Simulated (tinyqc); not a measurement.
Worked calculation: formation energy of a charged point defect from supercell energies. Computed by tinyqc, a small Python program that keeps every step. Command: `OMP_NUM_THREADS=1 python tinyqc.py 3020560 3020561 out.jsonl formation walk`. One thread of a shared host (Intel(R) Xeon(R) Processor @ 2.30GHz), about 0.01 s of CPU time with the checks. Intermediate numbers are printed to about 6 digits and carried at full precision; extremes and crossings named in words are read from the listed rows.

The host is a compound AB. Making the defect adds n_A = 1, n_B = -1 atoms to the cell. All total energies are inputs. E_F is counted from the valence-band maximum (VBM); x = 0 is A-rich and x = 1 B-rich growth.

Inputs (values chosen for the exercise, for a model compound AB): gap E_g = 1.43 eV; E_VBM of the host cell = 2.573 eV; potential alignment dV = -0.11 eV; dielectric constant eps = 11.6; cell length L = 20.2 angstrom; mu_A of the pure element = -3.819 eV; mu_B of the pure element = -3.625 eV; formation enthalpy dH of AB = -0.445 eV; growth condition x = 0.34; Fermi level E_F = 1.15 eV; temperature T = 800 K; site density N_s = 4.1e+22 cm^-3.

Defect: A on a B site. Supercell lattice: sc.

charge states q: [1, 0, -1]

E(defect, q) - E(host), in the order of q (eV): [-0.434, 2.429, 5.784]

Constants: e^2/(4 pi eps_0) = 14.39964548 eV angstrom; k_B = 8.617333262e-05 eV/K.

## Chemical potentials

dmu_A = x dH and dmu_B = (1 - x) dH, so that dmu_A + dmu_B = dH; mu = mu(element) + dmu. The reservoir term is sum n_i mu_i.

dmu_A = -0.1513 eV

dmu_B = -0.2937 eV

sum n_i mu_i = -0.0516 eV

## Image-charge corrections

Image-charge correction of a point charge in a neutralising background: E_corr = q^2 alpha e^2/(4 pi eps_0) / (2 eps L), alpha = 2.837297 for a sc array with L the cube root of the volume.

E_corr (eV): (q=+1) 0.0871801, (q=0) 0.0000000, (q=-1) 0.0871801

## Formation energies at E_F = 0

E_f(q, E_F) = [E(defect, q) - E(host)] - sum n_i mu_i + q (E_VBM + dV + E_F) + E_corr(q).

E_f(q, 0) (eV): (q=+1) 2.16778, (q=0) 2.48060, (q=-1) 3.45978

## Transition levels and the lower envelope

eps(q/q') = [E_f(q', 0) - E_f(q, 0)]/(q - q'). U of state q is eps(q/q-1) - eps(q+1/q). The stable state at each E_F is the lowest line E_f(q, 0) + q E_F.

One-electron levels above the VBM (eV):
```
level     energy  U of the state between this level and the next
(+1/0)  0.312820                                        0.666360
(0/-1)  0.979180                                               -
```

Stable states:
```
q   from E_F (eV)  to E_F (eV)
+1       0.000000      0.31282
0        0.312820      0.97918
-1       0.979180      1.43000
```

Stable in the gap, from the VBM up: +1, 0, -1.

## The first and the last level

eps(q/q-1) = E_f(q - 1, 0) - E_f(q, 0).

level (+1/0) = 0.312820 eV

level (0/-1) = 0.979180 eV

## Concentrations at the given E_F and T

E_f(q, E_F) = E_f(q, 0) + q E_F. c_q = N_s exp(-E_f(q, E_F)/k_B T), with all degeneracy factors one and no vibrational entropy.

Charge states:
```
q   E_f (eV)  c_q (cm^-3)        share
+1   3.31778  5.14860e+01  4.11984e-07
0    2.48060  9.67591e+06  7.74253e-02
-1   2.30978  1.15295e+08  9.22574e-01
```

lowest formation energy = 2.30978 eV

total concentration = 1.24971e+08 cm^-3

mean charge = -0.922574 e

State -1 holds 92.3 % of the defects.

## Fermi level and growth conditions

Each entry is the lowest E_f over q.

Lowest formation energy (eV):
```
E_F (eV)  stable q  A-rich, x = 0  x = 0.5  B-rich, x = 1
0.000           +1        1.86518  2.31018        2.75518
0.179           +1        2.04418  2.48918        2.93418
0.358            0        2.17800  2.62300        3.06800
0.536            0        2.17800  2.62300        3.06800
0.715            0        2.17800  2.62300        3.06800
0.894            0        2.17800  2.62300        3.06800
1.072           -1        2.08518  2.53018        2.97518
1.251           -1        1.90618  2.35118        2.79618
1.430           -1        1.72718  2.17218        2.61718
```

Going from A-rich to B-rich growth shifts every line by +0.890 eV and moves no transition level. The slope of the envelope is the stable charge, so E_f is highest in the rows from E_F = 0.358 to 0.894 eV, where the neutral state is stable, and it falls on both sides: the defect is amphoteric and compensates either doping.

## What the corrections do to the levels

Levels eps(q/q-1) with the terms q dV and E_corr left out or kept.

Levels above the VBM (eV):
```
level        raw  with alignment  with image charge  with both
(+1/0)  0.290000        0.400000           0.202820   0.312820
(0/-1)  0.782000        0.892000           0.869180   0.979180
```

Alignment moves every level by -dV = +0.110 eV. The image term moves eps(q/q-1) by (1 - 2q) E_corr(1): (+1/0) by -0.087, (0/-1) by +0.087 eV, donor levels down and acceptor levels up. It adds 2 E_corr(1) = 0.174 eV to every U.

Checks made by the program: envelope against a direct minimum on a grid (relative difference below 1e-10).
